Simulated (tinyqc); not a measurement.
# Inverter chain driving a load

N inverters, each f = Hc^(1/N) times larger than the one before: delay tau N (f + pp). Switched capacitance in units of the first input, with output capacitance pp times the input: Hc + (1 + pp)(Hc - 1)/(f - 1).

Parameters, values chosen for the exercise: load over the input capacitance of the chain Hc = 21; parasitic delay of an inverter pp = 1; delay unit tau = 6.9 ps.

Inverter chain driving a load:
```
N,f,delay (ps),switched capacitance
1,21.00,151.8,23.00
2,4.583,77.04,32.17
3,2.759,77.81,43.74
4,2.141,86.68,56.07
5,1.838,97.93,68.71
6,1.661,110.2,81.51
```

Read the table: what changes, and by how much?

The delay goes from 152 through a minimum of 77.0 (at N = 2 among the rows listed) to 110 ps. The best stage effort solves pp + rho (1 - ln rho) = 0, rho = 3.59, which gives N = ln Hc/ln rho = 2.38. One stage fewer than the best costs 97 % in delay and saves 28 % of the switched capacitance.

Numbers from tinyqc (`OMP_NUM_THREADS=1 python tinyqc.py 2082152 2082153 out.jsonl`; about 0.01 s on one thread of a shared Intel Xeon 2.30GHz).
